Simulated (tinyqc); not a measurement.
Worked calculation: band offset of a heterojunction with an interface dipole (two-band chains, self-consistent charge). Values are carried at full precision from step to step, so a last printed digit may differ when a step is redone from the rounded ones.

Sites alternate A, C. Left: A at -G1/2, C at +G1/2, hopping -t1; right: A at D - G2/2, C at D + G2/2, hopping -t2; the bonds across the two interfaces of a ring (C left to A right, C right to A left) have -sqrt(t1 t2). D is the offset of the mid-gaps, so Ev(right) - Ev(left) = D - (G2 - G1)/2 and Ec(right) - Ec(left) = D + (G2 - G1)/2. The closing bond has its sign reversed (antiperiodic ring). Half the levels are filled with two electrons each. The charge moved is q = (electrons on the left) less one a site; the mean over the two interfaces, q/2, is taken as the charge that crosses each, and its dipole opposes the offset: D = D0 - u q/2.

Values chosen for the exercise (gaps near those of Si and HfO2; the chains and D0 are free models, so the offsets are not those of the real pair; shifted at random, so the results belong to these values and not to a real crystal): G1 = 1.07 eV (gap on the left); G2 = 6.04 eV (gap on the right); t1 = 2.73 eV (hopping on the left); t2 = 2.49 eV (hopping on the right); D0 = 0.96 eV (mid-gap of the right side above that of the left, without dipole); n = 2 (cells a side in the small ring); u = 6.8 eV (potential step per electron moved across); mx = 0.3 (mixing).

## The small ring at D = D0

Fill in H.

H (eV), rows AL1, CL1, AL2, CL2, AR1, CR1, AR2, CR2 and columns alike:
$$\begin{pmatrix}
-0.5350 & -2.7300 & 0 & 0 & 0 & 0 & 0 & 2.6072 \\
-2.7300 & 0.5350 & -2.7300 & 0 & 0 & 0 & 0 & 0 \\
0 & -2.7300 & -0.5350 & -2.7300 & 0 & 0 & 0 & 0 \\
0 & 0 & -2.7300 & 0.5350 & -2.6072 & 0 & 0 & 0 \\
0 & 0 & 0 & -2.6072 & -2.0600 & -2.4900 & 0 & 0 \\
0 & 0 & 0 & 0 & -2.4900 & 3.9800 & -2.4900 & 0 \\
0 & 0 & 0 & 0 & 0 & -2.4900 & -2.0600 & -2.4900 \\
2.6072 & 0 & 0 & 0 & 0 & 0 & -2.4900 & 3.9800
\end{pmatrix}$$

## Levels and site charges

Diagonalise, fill the lower half with two electrons each, and sum the electrons on the left (L) less one a site.

levels (eV): [-5.1652, -4.5101, -2.8546, -1.6596, 2.0719, 3.9286, 5.5556, 6.4735]

electrons on the sites: AL1 1.3573, CL1 0.7619, AL2 1.2873, CL2 0.7130, AR1 1.5675, CR1 0.3139, AR2 1.6597, CR2 0.3395

q = 0.1195 electrons

Electrons move to the left, the side whose mid-gap lies lower.

## Self-consistent offset

From here on the ring has 24 cells a side.

Start at D = D0; D(out) = D0 - u q(D)/2; D(new) = D + mx (D(out) - D); stop when |D(out) - D| < 1e-7 eV.

Iterations:
```
i     D (eV)        q  D(out) (eV)  D(out) - D
0    0.96000  0.13755      0.49232      -0.468
1    0.81970  0.11645      0.56407      -0.256
2    0.74301  0.10512      0.60258      -0.140
3    0.70088  0.09896      0.62355     -0.0773
4    0.67768  0.09558      0.63504     -0.0426
5    0.66489  0.09372      0.64137     -0.0235
6    0.65783  0.09269      0.64485     -0.0130
7    0.65394  0.09213      0.64677    -0.00717
8    0.65179  0.09181      0.64783    -0.00396
...      ...      ...          ...         ...
22   0.64914  0.09143      0.64914   -9.69e-07
23   0.64914  0.09143      0.64914   -5.35e-07
24   0.64914  0.09143      0.64914   -2.96e-07
25   0.64914  0.09143      0.64914   -1.63e-07
26   0.64914  0.09143      0.64914   -9.01e-08
```

D = 0.6491 eV

Converged at i = 26: the dipole removes 32 % of the starting offset.

## Linear response

chi = (q(+h) - q(-h))/(2h) at D = 0 with h = 0.01 eV; S = 1/(1 + u chi/2); linear estimate D = S D0.

chi = 0.13883 1/eV
S = 0.6793
linear estimate of D = 0.6522 eV

The self-consistent value is 0.6491 eV, -3.0 meV from the estimate. At D = 0 no net charge crosses: the mid-gaps are the neutrality levels of these symmetric chains.

## The line-up

Ev(right) - Ev(left) = D - (G2 - G1)/2 and Ec(right) - Ec(left) = D + (G2 - G1)/2, for D0, for the self-consistent D and for D = 0. Type I: the offsets have opposite signs; type III: one valence edge lies above the other conduction edge; else type II.

Offsets (eV):
```
case                           D  valence  conduction                 type
no dipole                  0.960   -1.525       3.445  type I (straddling)
self-consistent            0.649   -1.836       3.134  type I (straddling)
neutrality levels aligned  0.000   -2.485       2.485  type I (straddling)
```

The dipole shifts both offsets alike and leaves the type.

## Checks

- q at D = 0 against zero, as particle-hole symmetry demands: both 0.000000.
- q at the self-consistent D on 24 against 48 cells a side: both 0.0914.

Program tinyqc; command `OMP_NUM_THREADS=1 python tinyqc.py 1452591 1452592 out.jsonl`; about 0.4 s on one thread of a shared Intel(R) Xeon(R) Processor @ 2.30GHz.
